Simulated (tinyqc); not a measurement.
Image-sensor pixel with a pinned photodiode, signal and noise: one step of the calculation.

A buried n layer between a heavily doped p+ surface layer and a p layer is emptied into a floating diffusion, read through a source follower with correlated double sampling (reset noise cancelled). One-dimensional abrupt junctions; no blooming, lag or crosstalk.

Task. Noise budget. Signal S = QE Ph; variance = S + dark rate x ti + (read noise)^2 + (pr S)^2; SNR = 20 log10(S/noise); dynamic range 20 log10(FW/noise at S = 0).

Values chosen for this exercise; material values close to those of silicon: gain non-uniformity pr = 1.2 %; exposure ti = 10 ms; photons on the photodiode per exposure Ph = 54.

QE = 0.45979776
generation rate = 0.13557721 electrons/s
diffusion rate = 9.7263281e-5 electrons/s
read noise = 1.0496473 electrons
FW = 2326.9716 electrons

Find: S; variances; noise; SNR; dynamic range.

Result.

S = 24.829 electrons
variances (electrons^2): photon shot 24.829, dark shot 0.0013567, read 1.1018, non-uniformity 0.088774
noise = 5.1011 electrons
SNR = 13.746 dB
dynamic range = 66.910 dB

The largest part, 95.4 % of the variance, is photon shot noise.

Program tinyqc, `OMP_NUM_THREADS=1 python tinyqc.py 2630059 2630060 out.jsonl`; Intel Xeon 2.30GHz, shared host, one thread, about 0.01 s.
